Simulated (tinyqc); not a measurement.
Octagonal on-chip spiral inductor, lumped pi model: two steps of the calculation.

Outer diameter do = di + 2 n wd + 2 (n - 1) sp, mean da = (do + di)/2, fill p = (do - di)/(do + di), length l = 3.314 n da. L = 2.25 mu0 n^2 da/(1 + 3.55 p), mu0 = 4 pi 1e-7 H/m. Rs = rho l/(wd delta (1 - exp(-th/delta))), delta = sqrt(rho/(pi f mu0)). Cs = n wd^2 eps0 eo/hu across the coil. At each end Cox = l wd eps0 eo/(2 ho) leads to the substrate branch Rsi = 2 rs he/(l wd) in parallel with Csi = l wd eps0 11.7/(2 he). With one end grounded Y = 1/(Rs + i w L) + i w Cs + 1/[1/(i w Cox) + 1/(1/Rsi + i w Csi)], w = 2 pi f; Q = -Im Y/Re Y. Eddy currents in neighbouring turns and in the substrate are left out.

Parameters, values chosen for the exercise; values of the order met in silicon radio-frequency processes:
- n = 2.5 (number of turns)
- wd = 4 um (line width)
- sp = 2 um (space between turns)
- di = 40 um (inner diameter)
- th = 0.9 um (metal thickness)
- rho = 3 uohm cm (metal resistivity)
- ho = 8 um (oxide below the coil)
- hu = 1.4 um (oxide between coil and underpass)
- eo = 4.1 (relative permittivity of the oxide)
- rs = 10 ohm cm (substrate resistivity)
- he = 30 um (effective spreading depth in the substrate)
- f = 2.1 GHz (frequency)

Constants: eps0 = 8.8541878128e-12 F/m. Results are converted to the units shown.

Problem 1. Geometry and model elements. do, l, L, delta, Rs, Cs, Cox, Rsi and Csi as defined.

Find: do; l; L; delta; Rs; Cs; Cox; Rsi; Csi.

Solution 1.

do = 66.00 um
l = 439.1 um
L = 0.5006 nH
delta = 1.902 um
Rs = 4.593 ohm
Cs = 1.037 fF
Cox = 3.985 fF
Rsi = 3416 ohm
Csi = 3.033 fF

Problem 2. Admittance, quality factor and apparent inductance. Series branch 1/(Rs + i w L), substrate branch, total Y, Q = -Im Y/Re Y, apparent inductance Im(1/Y)/w, metal-only value w L/Rs, share of the loss in the substrate Re(substrate branch)/Re Y.

L = 0.50064677 nH
Rs = 4.5928348 ohm
Cs = 1.0372049 fF
Cox = 3.9851161 fF
Rsi = 3416.0394 ohm
Csi = 3.0325761 fF

Give: series branch; substrate branch; Y; Q; apparent inductance; w L/Rs; share of the loss in the substrate.

Solution 2.

series branch = 70.95-102.05i mS
substrate branch = 0.008586+0.049867i mS
Y = 70.96-101.99i mS
Q = 1.4372
apparent inductance = 0.50072 nH
w L/Rs = 1.4383
share of the loss in the substrate = 0.012100 %

Q is 99.9 % of the metal-only value.

Numbers from tinyqc (`OMP_NUM_THREADS=1 python tinyqc.py 2302044 2302045 out.jsonl`; about 0.01 s on one thread of a shared Intel Xeon 2.30GHz).
